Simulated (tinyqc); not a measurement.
Raman shift of the zone-centre optical phonon of a diamond-structure crystal under stress: one step, computed by the program tinyqc.

Axes x, y, z are the cube axes. Strain shifts the threefold optical mode and can split it; p, q and r are the phonon deformation potentials.

Task: Stress and strain tensors. Uniaxial stress along the unit vector n of the axis: sigma_ij = sigma n_i n_j. eps_xx = S11 sigma_xx + S12 (sigma_yy + sigma_zz), and cyclic; eps_xy = S44 sigma_xy/2 (tensor strain).

Inputs (values chosen for the exercise, modelled on silicon): stress sigma (tension positive) = -0.27 GPa.

Stress state: uniaxial. Axis: [110].

S44 = 12.39618 1/TPa

S11 = 7.574682 1/TPa

S12 = -2.080623 1/TPa

Give: stress; strain; volume strain.

Result:

stress (GPa), rows x, y, z:
$$\begin{pmatrix}
-0.135 & -0.135 & 0.000 \\
-0.135 & -0.135 & 0.000 \\
0.000 & 0.000 & 0.000
\end{pmatrix}$$

strain (per mille), rows x, y, z:
$$\begin{pmatrix}
-0.7417 & -0.8367 & 0.0000 \\
-0.8367 & -0.7417 & 0.0000 \\
0.0000 & 0.0000 & 0.5618
\end{pmatrix}$$

volume strain = -0.9216 per mille
